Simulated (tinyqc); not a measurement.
What moves the order: mean-field antiferromagnet of the Hubbard model on the square lattice.

e(k) = -2 t (cx + cy) - 4 t2 cx cy, ci = cos ki; one electron a site; Q = (pi, pi). <n_up - n_dn> = m cos(Q.R) gives Delta = U m/2 and bands E = e+ -/+ sqrt(e-^2 + Delta^2), e+- = (e(k) +- e(k + Q))/2 (the constant U/2 is dropped). Means run over the mesh k_i = 2 pi (j + 1/2)/N of the whole zone: mu from mean(f(E-) + f(E+)) = 1; m(out) = mean of Delta (f(E-) - f(E+))/sqrt(e-^2 + Delta^2); free energy per site F = -kT mean[ln(1 + exp(-(E- - mu)/kT)) + ln(1 + exp(-(E+ - mu)/kT))] + mu + U m^2/4. Order at T > 0 in two dimensions is an artefact of mean field.

Constants: kB = 8.617333262e-05 eV/K.

Values chosen for the exercise:

| symbol | value | unit | meaning |
|---|---|---|---|
| t | 0.96 | eV | nearest hopping |
| t2 | 0 | eV | second hopping |
| U | 9.63 | eV | on-site repulsion |
| T | 600 | K |  |

Mesh N = 48, start m = 0.9; the gap (negative: overlap) is read for that Delta on the unshifted mesh N = 64.

Results for these values:

| case | m | Delta (eV) | gap (eV) |
|---|---|---|---|
| base | 0.9282 | 4.4691 | 8.9381 |

What happens to each result for t = 1.056 eV, all else kept?

Answer: m falls from 0.9282 to 0.9147; Delta falls from 4.4691 to 4.4045; gap falls from 8.9381 to 8.8090.

The same for each parameter in turn:

| case | m | Delta (eV) | gap (eV) |
|---|---|---|---|
| base | 0.9282 | 4.4691 | 8.9381 |
| U = 10.593 eV | 0.9396 | 4.9768 | 9.9535 |
| t = 1.056 eV | 0.9147 | 4.4045 | 8.8090 |
| t2 = -0.048 eV | 0.9282 | 4.4691 | 8.7461 |
| T = 1200 K | 0.9282 | 4.4691 | 8.9381 |

tinyqc: `OMP_NUM_THREADS=1 python tinyqc.py 1650660 1650661 out.jsonl`; about 0.1 s, one thread, shared Intel(R) Xeon(R) Processor @ 2.30GHz.
